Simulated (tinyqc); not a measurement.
# Planar metal-insulator-metal capacitor: capacitance, non-linearity, leakage and relaxation: what changes with what

A film between two metal electrodes, each interface adding a series capacitance ci. The small-signal permittivity is ek (1 + aq E^2); the field is found with the linear permittivity. Leakage J = J0 sinh(E/Ef). After a voltage step the film passes a relaxation current kr C V tt^(-nr), tt being the time in seconds.

Inputs (values chosen for the exercise); permittivity of the order of that of strontium titanate:
```
symbol    value       unit                                                             meaning
ek          161                                              relative permittivity of the film
t             7         nm                                                      film thickness
ci         1000    uF/cm^2  capacitance of each electrode interface (dead layer and screening)
aq       -0.028  cm^2/MV^2                     quadratic field coefficient of the permittivity
V           0.7          V                                                                bias
nr        0.922                                             exponent of the relaxation current
kr      0.00031                                                     strength of the relaxation
J0      5.4e-10     A/cm^2                                                   leakage prefactor
Ef         0.31      MV/cm                             field for an e-fold rise of the leakage
t0         1e-8          s                                         duration of the write pulse
```

Constants: eps0 = 8.8541878128e-14 F/cm where lengths are in cm. Results are converted to the units shown.

Each table varies one quantity; the others keep the values above.

## Capacitance, non-linearity and leakage against thickness

Planar film: Cf = eps0 ek/t, 1/C = 1/Cf + 2/ci, EOT = 3.9 eps0/C, effective permittivity C t/eps0, E = (V/t) C/Cf; quadratic coefficient [C(V)/C - 1]/V^2 with Cf (1 + aq E^2) in C(V).

Results:
```
t (nm)  C (uF/cm^2)  EOT (nm)  effective permittivity  E (MV/cm)  quadratic coefficient (ppm/V^2)  J (A/cm^2)
3.7           35.77   0.09653                   149.5      1.757                         -1.647e5    7.802e-8
5.2           25.99    0.1329                   152.6      1.276                         -8.844e4    1.656e-8
11            12.63    0.2734                   156.9     0.6203                         -2.144e4    1.960e-9
15            9.326    0.3703                   158.0     0.4580                         -1.176e4    1.121e-9
21            6.697    0.5156                   158.8     0.3289                            -6098   6.865e-10
30            4.707    0.7336                   159.5     0.2311                            -3024   4.410e-10
42            3.371     1.024                   159.9     0.1655                            -1555   3.023e-10
60            2.365     1.460                   160.2     0.1161                           -766.8   2.070e-10
```

Estimate the missing row, t = 7.4 nm.

Computed row:
```
t (nm)  C (uF/cm^2)  EOT (nm)  effective permittivity  E (MV/cm)  quadratic coefficient (ppm/V^2)  J (A/cm^2)
7.4           18.55    0.1862                   155.0     0.9109                         -4.569e4    5.084e-9
```

With this row back in the table: C falls from 35.8 to 2.36 uF/cm^2 while the effective permittivity goes from 149 to 160 (ek = 161). EOT is a straight line in t with slope 3.9/ek = 0.0242 and intercept 0.00691 nm. The quadratic coefficient goes as t^(-1.83) between the first two rows and t^(-1.98) between the last two (-2 without interfaces), and J falls by 2.58 decades. For t = 3.7 direct tunnelling, left out, would add to the leakage.

## Charge lost after writing

Planar film: Cf = eps0 ek/t, 1/C = 1/Cf + 2/ci, EOT = 3.9 eps0/C, effective permittivity C t/eps0, E = (V/t) C/Cf. A capacitor written for t0 and then left open loses, as a share of C V, kr (tt^(1 - nr) - t0^(1 - nr))/(1 - nr) by relaxation and J tt/(C V) by leakage; both are taken as small, and rows far outside that range are left out.

The same in every row: leakage current (nA/cm^2) = 5.979.

Results:
```
tt (s)  relaxation current (nA/cm^2)  loss by relaxation (%)  loss by leakage (%)  total loss (%)
1e-6                         1.445e6                 0.04083             4.365e-8         0.04083
1e-5                         1.730e5                 0.06744             4.365e-7         0.06744
0.0001                       2.070e4                 0.09930             4.365e-6         0.09930
0.001                           2477                  0.1374             4.365e-5          0.1375
0.01                           296.5                  0.1830             4.365e-4          0.1835
0.1                            35.48                  0.2376             0.004365          0.2420
10                            0.5082                  0.3812               0.4365          0.8176
100                          0.06081                  0.4747                4.365           4.840
```

Estimate the missing row, tt = 1 s.

Computed row:
```
tt (s)  relaxation current (nA/cm^2)  loss by relaxation (%)  loss by leakage (%)  total loss (%)
1                              4.246                  0.3030              0.04365          0.3466
```

With this row back in the table: The two currents are equal at tt = 0.690 s. The loss by relaxation grows from 0.0408 to 0.475 %, by 0.0266 points over the first decade and 0.0936 over the last, while the loss by leakage grows tenfold a decade. Leakage is the larger loss for tt = 10, 100 s. For tt = 100 the falling voltage would already cut the leakage, so the linear estimate overstates the loss.

Program tinyqc, `OMP_NUM_THREADS=1 python tinyqc.py 2102034 2102035 out.jsonl`; Intel Xeon 2.30GHz, shared host, one thread, about 0.01 s.
